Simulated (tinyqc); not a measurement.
# Undoped symmetric double-gate MOSFET, analytic potential model: output curve

An undoped body of thickness ts between two equal insulators and tied gates; long channel, electrons only, n = ni exp((psi - V)/Vt) with V the quasi-Fermi potential (0 at the source, Vd at the drain), constant mobility, no quantisation. Across the body psi(x) = V - 2 Vt ln[(ts/(2 beta)) sqrt(q ni/(2 eps0 eps_r Vt)) cos(2 beta x/ts)], x from the centre. Q is the electron charge per area of the whole body.

ni = sqrt(Nc Nv) exp(-Eg/(2 Vt)), Eg in volts; r = eps_r tox/(eox ts); V0 = dphi + 2 Vt ln[(2/ts) sqrt(2 eps0 eps_r Vt/(q ni))]. beta (between 0 and pi/2) solves (Vg - V0 - V)/(2 Vt) = ln(beta) - ln(cos beta) + 2 r beta tan(beta). Q = 8 eps0 eps_r Vt beta tan(beta)/ts; I = mu (1/L)(4 eps0 eps_r/ts)(2 Vt)^2 [g(beta_s) - g(beta_d)] per width, g = beta tan(beta) - beta^2/2 + r beta^2 tan^2(beta), with beta_s at V = 0 and beta_d at V = Vd.

Parameters, values chosen for the exercise; material values close to those of silicon: temperature T = 400 K; band gap Eg = 1.12 eV; relative permittivity of the semiconductor eps_r = 11.9; conduction-band density of states at T Nc = 4.25e19 cm^-3; valence-band density of states at T Nv = 4.08e19 cm^-3; relative permittivity of the gate insulator eox = 7.59; insulator thickness tox = 4.7 nm; body thickness ts = 15 nm; gate work function less that of the intrinsic body dphi = 0.19 V; channel mobility mu = 590 cm^2/(V s); gate length L = 1 um; gate voltage Vg = 0.91 V.

Constants: q = 1.602176634e-19 C, kB = 1.380649e-23 J/K, Vt = kB T/q, eps0 = 8.8541878128e-14 F/cm where lengths are in cm. Results are converted to the units shown.

Result of one run:
```
Qd (nC/cm^2)   Qd/Qs  I (uA/um)
103.9         0.1710      53.51
```

Which drain voltage Vd gave this result: 0.21, 0.27, 0.32, 0.37 or 0.47 V?

Vd = 0.27 V.

The whole series:
```
Vd (V)  Qd (nC/cm^2)     Qd/Qs  I (uA/um)
0.06           477.8    0.7865      19.19
0.11           375.3    0.6178      31.76
0.16           279.4    0.4600      41.40
0.21           192.3    0.3165      48.33
0.27           103.9    0.1710      53.51
0.32           49.59   0.08163      55.73
0.37           17.78   0.02927      56.66
0.42           4.957  0.008160      56.96
0.47           1.223  0.002013      57.04
```

The current rises from 19.2 to 57.0 uA/um, while the charge at the drain end falls from 0.79 to 0.0020 of that at the source. The current first comes within 1 % of its last value at Vd = 0.37 V among the rows.

Program tinyqc, `OMP_NUM_THREADS=1 python tinyqc.py 2440064 2440065 out.jsonl`; Intel Xeon 2.30GHz, shared host, one thread, about 0.01 s.
